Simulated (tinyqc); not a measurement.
Worked calculation: Hubbard ring of 3 sites. Computed by tinyqc, a small Python program that keeps every step. Settings: hopping = 0.76, U = 0.6, mixing = 0.2, iteration cap = 52. Command: `OMP_NUM_THREADS=1 python tinyqc.py 21997 21998 out.jsonl` (the two numbers bound the seeds that draw the settings). One thread of a shared host (Intel(R) Xeon(R) Processor @ 2.60GHz), about 0.2 s of CPU time with the checks. Later iterations appear only in the table of the cycle.

## Mean-field iteration 1

one-body matrix (hopping and site energies) (eV), lower triangle:
```
,1,2,3
1,0.000000
2,-0.760000,0.000000
3,-0.760000,-0.760000,0.000000
```

U = 0.600000 eV

electrons, up and down: 2  2

mixing = 0.200000

n(up) at the start (a guess, not normalised): 1 1.000000, 2 0.217000, 3 1.000000

n(down) at the start (a guess): 1 0.217000, 2 1.000000, 3 0.217000

H(up) = T + U n(down), H(down) = T + U n(up); fill the lowest levels; n(new) = n + mixing (n(out) - n); E = tr T (rho up + rho down) + U sum n_up n_down of the output.

levels, up (eV): -1.253166  0.890200  1.223366

levels, down (eV): -1.099452  1.069652  1.360000

energy = -0.826106 eV

n(up) after iteration 1: 1 0.974829, 2 0.223942, 3 0.974829

n(down) after iteration 1: 1 0.273600, 2 1.000000, 3 0.273600

## Mean-field iteration 2

As before.

levels, up (eV): -1.227842  0.924160  1.232002

levels, down (eV): -1.106252  1.065515  1.344897

energy = -0.826903 eV

n(up) after iteration 2: 1 0.954170, 2 0.230539, 3 0.954170

n(down) after iteration 2: 1 0.318880, 2 1.000000, 3 0.318880

## Mean-field iteration 3

As before.

levels, up (eV): -1.207712  0.951328  1.239040

levels, down (eV): -1.111666  1.062491  1.332502

energy = -0.827423 eV

n(up) after iteration 3: 1 0.937219, 2 0.236667, 3 0.937219

n(down) after iteration 3: 1 0.355104, 2 1.000000, 3 0.355104

## Convergence

Each step fills the lowest levels of T + U n(other spin) and sets n(new) = n + mixing (n(out) - n); stop when output and input agree to 1e-8.

Course of the cycle:
```
iteration,E (eV),largest |n(out) - n(in)|,mean |n_up - n_down|
1,-0.82610595,2.83e-01,0.498861
2,-0.82690314,2.26e-01,0.495382
3,-0.82742272,1.81e-01,0.492547
4,-0.82776007,1.45e-01,0.490247
5,-0.82797845,1.16e-01,0.488386
6,-0.82811948,9.27e-02,0.486884
7,-0.82821039,7.42e-02,0.485674
8,-0.82826890,5.93e-02,0.484700
9,-0.82830652,4.75e-02,0.483917
10,-0.82833069,3.80e-02,0.483289
11,-0.82834619,3.04e-02,0.482785
...,...,...,...
42,-0.82837390,3.44e-05,0.480757
43,-0.82837390,2.81e-05,0.480757
44,-0.82837390,2.30e-05,0.480757
45,-0.82837390,1.88e-05,0.480756
46,-0.82837390,1.53e-05,0.480756
47,-0.82837390,1.25e-05,0.480756
48,-0.82837390,1.02e-05,0.480756
49,-0.82837390,8.33e-06,0.480756
50,-0.82837390,6.79e-06,0.480756
51,-0.82837390,5.54e-06,0.480756
52,-0.82837390,4.51e-06,0.480756
```

Not converged within 52 iterations: the residual falls steadily but slowly, by a factor of about 0.82 a step. The lowest mean-field energy found from random starts is -0.82837 eV. Reruns (cap 100 unless said): mixing 0.5: converged in 28 (E = -0.82837); mixing 0.9: converged in 10 (E = -0.82837); the original settings with a cap of 400: converged in 82 (E = -0.82837).

## The many-body Hamiltonian

Basis: all placements (u, d, 2, 0 on each site), up operators ordered before down ones; hops carry the sign of the same-spin electrons passed.

H (eV), lower triangle:
```
,220,2ud,u2d,2du,202,ud2,d2u,du2,022
220,1.200000
2ud,-0.760000,0.600000
u2d,0.760000,-0.760000,0.600000
2du,-0.760000,0.000000,0.000000,0.600000
202,0.000000,-0.760000,0.000000,-0.760000,1.200000
ud2,0.000000,0.000000,-0.760000,0.760000,-0.760000,0.600000
d2u,0.760000,0.000000,0.000000,-0.760000,0.000000,0.000000,0.600000
du2,0.000000,0.760000,0.000000,0.000000,-0.760000,0.000000,-0.760000,0.600000
022,0.000000,0.000000,0.760000,0.000000,0.000000,-0.760000,0.760000,-0.760000,1.200000
```

## Exact diagonalisation (9 states)

Lowest levels of the sector, and the double occupancy of the lowest state.

lowest levels (eV): -0.920000  -0.751849  -0.751849  -0.538272  1.360000  1.360000

double occupancy per site = 0.333333

## The lowest level by Lanczos steps

From a random start vector (not printed): a_j = <q_j|H|q_j>, b_j = norm of the remainder after orthogonalising; the Ritz value is the lowest eigenvalue of the tridiagonal matrix of a and b so far.

Lanczos:
```
j,a_j (eV),b_j (eV),lowest Ritz value (eV)
1,1.268900,1.858926,1.26889989
2,1.739396,1.250539,-0.36960404
3,1.788808,0.549330,-0.67407872
4,-0.352576,0.779182,-0.78222068
5,1.102005,0.172972,-0.90457980
6,-0.746534,0,-0.92000000
```
